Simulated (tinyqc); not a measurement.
Switching kinetics of a ferroelectric film and the memory window of a ferroelectric gate stack: one step, computed by the program tinyqc.

Fields in MV/cm; 1 microcoulomb/cm^2 over eps_0 is 11.29409 MV/cm. In the stack (metal, ferroelectric, interlayer, channel) the channel is taken as a conductor.

Problem. The hysteresis loop. Saturated branches: P(E) = P_s tanh[(E -/+ E_c)/(2 delta)], delta = E_c/ln[(1 + P_r/P_s)/(1 - P_r/P_s)]; D = P + eps_0 eps_F E.

Inputs (values chosen for the exercise, for a model hafnia-based film):
```
quantity                                 value               unit
saturation polarisation P_s                 33  microcoulomb/cm^2
ratio P_r/P_s                             0.87                  -
coercive field E_c                        0.71              MV/cm
permittivity of the ferroelectric eps_F     38                  -
```

Give: delta; P on both branches (microcoulomb/cm^2) at E/E_c = -3, -2, -1, -0.5, 0, 0.5, 1, 1.5, 2, 3; peak differential permittivity eps_F + P_s/(2 delta eps_0).

Solution.

delta = 0.26630 MV/cm

P on both branches (microcoulomb/cm^2) at E/E_c = -3, -2, -1, -0.5, 0, 0.5, 1, 1.5, 2, 3:
```
E (MV/cm)  rising branch  falling branch
-2.130           -32.998         -32.683
-1.420           -32.978         -28.710
-0.710           -32.683           0.000
-0.355           -31.812          19.229
0.000            -28.710          28.710
0.355            -19.229          31.812
0.710              0.000          32.683
1.065             19.229          32.916
1.420             28.710          32.978
2.130             32.683          32.998
```

peak differential permittivity eps_F + P_s/(2 delta eps_0) = 737.78
